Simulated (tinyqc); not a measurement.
Mass from the capacitance plateau.

Question. Once one two-dimensional band is degenerate, Cq = q gv md m0 q/(pi hbar^2) and 1/C_G = 1/Cox + 1/Cq (no traps). Find Cq, md and the oxide-equivalent thickness 3.9 eps0/Cq that it adds.

Inputs (values chosen for the exercise):
- gv = 2 (valley degeneracy)

Constants: q = 1.602176634e-19 C, hbar = 1.054571817e-34 J s, m0 = 9.1093837015e-31 kg, eps0 = 8.8541878128e-14 F/cm where lengths are in cm. Results are converted to the units shown.

C_G on the plateau = 0.36709140 uF/cm^2
Cox = 0.37040019 uF/cm^2

Solution. Removing Cox from the series leaves Cq, which is proportional to gv md.

Cq = 41.09 uF/cm^2
md = 0.3070 m0
added thickness = 0.08403 nm

Numbers from tinyqc (`OMP_NUM_THREADS=1 python tinyqc.py 2200058 2200059 out.jsonl`; about 0.01 s on one thread of a shared Intel Xeon 2.30GHz).
